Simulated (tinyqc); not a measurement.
Comparisons within one model: exchange-split free-electron bands and tunnelling magnetoresistance. A value that a table varies takes the place of the one given here.

Majority and minority bands E = c k^2/m -/+ Dx/2, c = hbar^2/2m0, so k_up = sqrt(m (EF + Dx/2)/c), k_dn = sqrt(m (EF - Dx/2)/c); n_s = k_s^3/(6 pi^2), D_s = m k_s/(4 pi^2 c).

Barrier: kappa = sqrt(mb phi/c), c = hbar^2/2m0. With a = k1/m, b = k2/m, w = kappa/mb, the transmission at normal incidence is T(k1, k2) = 4 a b w^2/[w^2 (a + b)^2 + (w^2 + a^2)(w^2 + b^2) sinh^2(kappa d)]. Parallel: G_P = T(up, up) + T(dn, dn); antiparallel: G_AP = 2 T(up, dn); TMR = (G_P - G_AP)/G_AP. Julliere: TMR = 2 P^2/(1 - P^2). Slonczewski factor: P_eff = P_k (w^2 - a_up a_dn)/(w^2 + a_up a_dn), P_k = (k_up - k_dn)/(k_up + k_dn).

Constants: hbar^2/2m0 = 3.80998211 eV angstrom^2.

Parameters, chosen for this exercise: EF = 5.13 eV (Fermi energy above the mean band bottom); Dx = 3.83 eV (exchange splitting); m = 0.81 m0 (mass in the electrodes); mb = 0.52 m0 (mass in the barrier); d = 7.6 angstrom (barrier thickness); phi = 0.4 eV (barrier height above EF).

## Barrier height

Results:
```
phi (eV),w (1/angstrom),P_eff,TMR (%),G_P
0.20,0.318,-0.1699,4.87,0.169
0.40,0.449,-0.1488,4.09,0.0971
0.70,0.594,-0.1215,2.89,0.0443
1.0,0.710,-0.0981,1.93,0.0214
1.5,0.870,-0.0661,0.88,0.00709
2.0,1.005,-0.0404,0.33,0.00263
3.0,1.231,-0.0018,0.00,0.000460
4.0,1.421,0.0259,0.13,0.000100
6.0,1.740,0.0630,0.80,7.40e-06
10,2.247,0.1030,2.14,1.11e-07
```

What does this show?

P_eff vanishes where w^2 = a_up a_dn, at phi = 3.06 eV, inside the table; the lowest TMR listed is 0.00 % at 3 eV. TMR is 4.9 % at the lowest barrier and 2.1 % at the highest, against 7.8 % for Julliere with P_k; P_eff tends to +P_k for very high barriers and to -P_k for very low ones. G_P falls by 6.2 decades.

## Barrier thickness

Results:
```
d (angstrom),kappa d,G_P,G_AP,TMR (%)
1,0.234,1.75,1.70,3.00
2,0.467,1.26,1.23,2.02
3,0.701,0.826,0.809,2.07
4,0.935,0.524,0.511,2.62
6,1.402,0.206,0.198,3.64
8,1.869,0.0805,0.0773,4.16
10,2.337,0.0315,0.0302,4.38
13,3.037,0.00775,0.00742,4.49
16,3.738,0.00191,0.00183,4.52
20,4.673,0.000294,0.000281,4.53
```

How do the results move?

For thick barriers each angstrom costs a factor exp(2 kappa) = 1.60 in both conductances, and TMR settles at 4.53 % (the interface factor, which vanishes at (kappa/mb)^2 = k_up k_dn/m^2, reduces it below the value from the polarisation of k alone); it is within 0.1 point of that from d = 13 angstrom on. At 1 angstrom it is 3.00 %, where the barrier is thin and the mismatch of k_up and k_dn starts to rule, as it does fully for d -> 0.

## Exchange splitting

Dx takes the listed multiples of 2 EF.

Results:
```
Dx/(2 EF),k_up,k_dn,P_k,P_eff,TMR (%)
0.10,1.0953,0.9907,0.0501,-0.0392,0.28
0.20,1.1440,0.9341,0.1010,-0.0787,1.13
0.35,1.2134,0.8420,0.1807,-0.1392,3.57
0.50,1.2790,0.7385,0.2679,-0.2020,7.66
0.65,1.3415,0.6178,0.3693,-0.2675,13.86
0.80,1.4011,0.4670,0.5000,-0.3316,22.50
0.90,1.4395,0.3302,0.6268,-0.3536,27.74
0.97,1.4658,0.1809,0.7803,-0.2604,20.16
```

What can be read from the table?

P_k rises from 0.050 to 0.780, and TMR goes from 0.28 % to 20.2 %, not steadily: its largest value is 27.74 % at 0.9 and its smallest 0.28 % at 0.1. At Dx = 2 EF the minority band is empty (a half metal) and G_AP vanishes.

## What moves the magnetoresistance

All results formed anew. Each row changes one parameter from the base and keeps the others.

Results:
```
case,P_k,P_eff,TMR (%),G_P
base,0.1936,-0.1488,4.09,0.0971
Dx = 4.022 eV,0.2042,-0.1566,4.53,0.0979
EF = 5.643 eV,0.1749,-0.1381,3.53,0.0894
phi = 0.52 eV,0.1936,-0.1373,3.59,0.0704
mb = 0.416 m0,0.1936,-0.1392,3.36,0.164
d = 9.6 angstrom,0.1936,-0.1488,4.35,0.0380
m = 0.972 m0,0.1936,-0.1411,3.64,0.110
```

How do the results move?

The largest shifts from the base row, up to three for each result and ties (the steps differ in size, so this ranks the rows, not the parameters). P_k: EF -0.0188, Dx +0.0105; unchanged at the printed digits by phi, mb, d and m. P_eff: phi +0.0115, EF +0.0107, mb +0.0096; unchanged at the printed digits by d. TMR (%): mb -0.73, EF -0.56, phi -0.50. G_P: mb +0.0666, d -0.0590, phi -0.0267.

tinyqc: `OMP_NUM_THREADS=1 python tinyqc.py 1680089 1680090 out.jsonl`; about 0.01 s, one thread, shared Intel(R) Xeon(R) Processor @ 2.30GHz.
